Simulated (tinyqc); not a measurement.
Inside a calculation: metal-induced gap states at the contact of a metal chain and a two-band chain. Values are carried at full precision from step to step, so a last printed digit may differ when a step is redone from the rounded ones.

The semiconductor alternates sites A at -Eg/2 and C at +Eg/2 with hopping -t; the gap runs from -Eg/2 to Eg/2. In the gap cosh(q a) = 1 + (Eg^2/4 - E^2)/(2 t^2) and the amplitude changes by -exp(-q a) a period. The metal has site energy 0 and hopping -tm; its end site has g_m = (E - i sqrt(4 tm^2 - E^2))/(2 tm^2). Sites 1, 2, ... count into the semiconductor, with energies e1, e2 alternating. The clean half chain has g1 = 1/(E - e1 - t^2 g2), g2 = 1/(E - e2 - t^2 g1), decaying root. With the contact G11 = 1/(1/g1 - tc^2 g_m), and the density on site j is -Im G_jj/pi = |psi_j/psi_1|^2 (-Im G11/pi), per spin, with psi_2/psi_1 = -t g2, psi_3/psi_2 = -t g1.

Constants: e^2/(4 pi eps0) = 14.39964547 eV angstrom.

Values chosen for the exercise (gap and optical dielectric constant near those of Ge; the chain itself is a model; not measured data): Eg = 0.67 eV (gap); t = 2.68 eV (hopping in the semiconductor); a = 4 angstrom (period (two sites); one chain for each area a^2); E = -0.04 eV (energy from mid-gap); tm = 2.45 eV (hopping in the metal); tc = 2.31 eV (hopping across the contact); end = C (site that touches the metal); eps = 16.3 (dielectric constant).

## Decay in the gap

Form cosh(q a), l = exp(-q a), q and the decay length 1/(2q) of the density.

cosh(q a) = 1.00770
l = 0.88336
q = 0.03101 1/angstrom
xi, the decay length of the density = 16.126 angstrom

## Green functions

The decaying root is g1 = (1 - l)/(E - e1), g2 = (1 - l)/(E - e2), l = exp(-q a). Form them, g_m and G11.

g1, g2 (1/eV): [-0.31105, 0.39540]

g_m = -0.00333-0.40815i 1/eV
G11 = -0.21364-0.14553i 1/eV

## Density site by site

D1 = -Im G11/pi, D2 = (t g2)^2 D1, and each further period multiplies by l^2. The sum over all sites is (D1 + D2)/(1 - l^2). The Green functions stand in the order g1, g2.

density on sites 1 to 8 (1/eV): [0.04632, 0.05202, 0.03615, 0.04059, 0.02821, 0.03167, 0.02201, 0.02472]

Ds, the density per spin summed over the semiconductor = 0.44766 1/eV

The first period holds 22 % of the gap states at this energy.

## Pinning factor

Gap states per area N = 2 Ds/a^2 (two spins). Charge in them sits a distance xi from the metal, so S = 1/(1 + 4 pi e^2 N xi/eps), e^2 meaning e^2/(4 pi eps0); S is the change of the barrier per change of the metal work function.

N = 5.596e+14 1/(eV cm^2)
4 pi e^2 N xi/eps = 10.0174
S = 0.0908

Strong pinning, near the Bardeen limit S = 0.

## Checks

- g1 from the closed form against decimation: both -0.311049.

(tinyqc, `OMP_NUM_THREADS=1 python tinyqc.py 1452299 1452300 out.jsonl`, Intel(R) Xeon(R) Processor @ 2.30GHz, 1 thread, shared host, about 0.01 s.)
